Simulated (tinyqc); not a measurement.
CMOS latch-up, two-transistor model: one step of the calculation.

A parasitic pnp (emitter at Vdd, base shunted by Rw) and npn (emitter at ground, base shunted by Rs) feed each other: the npn collector current flows out of the pnp base node, the pnp collector current into the npn base node. Forward-active transistors with constant gains: Icn = Isn exp(Vn/Vt), Icp = Isp (exp(Vp/Vt) - 1). A current Ii is injected into the npn base node.

Task. Response to the injected current, once round the loop per iteration. Icn = Isn exp(Vn/Vt); Vp solves Vp/Rw + Icp/bp = Icn; Vn(new) solves Vn/Rs + (Isn/bn) exp(Vn/Vt) = Icp + Ii.

Parameters, values chosen for the exercise; values close to those of bulk CMOS: temperature T = 293 K; current gain of the npn bn = 1.2; current gain of the pnp bp = 1.7; saturation current of the npn at T Isn = 2.6e-15 A; saturation current of the pnp at T Isp = 6.3e-16 A; substrate resistance shunting the npn Rs = 63 ohm; well resistance shunting the pnp Rw = 630 ohm; current injected into the substrate Ii = 9.41 mA.

Constants: q = 1.602176634e-19 C, kB = 1.380649e-23 J/K, Vt = kB T/q. Results are converted to the units shown.

Vn at the start = 0.53 V

Find: Icn; Vp; Icp; Vn after iteration 1.

Result.

Icn = 0.003399 mA
Vp = 0.002141 V
Icp = 5.575e-14 mA
Vn after iteration 1 = 0.5908 V

Program tinyqc, `OMP_NUM_THREADS=1 python tinyqc.py 2670010 2670011 out.jsonl`; Intel Xeon 2.30GHz, shared host, one thread, about 0.04 s.
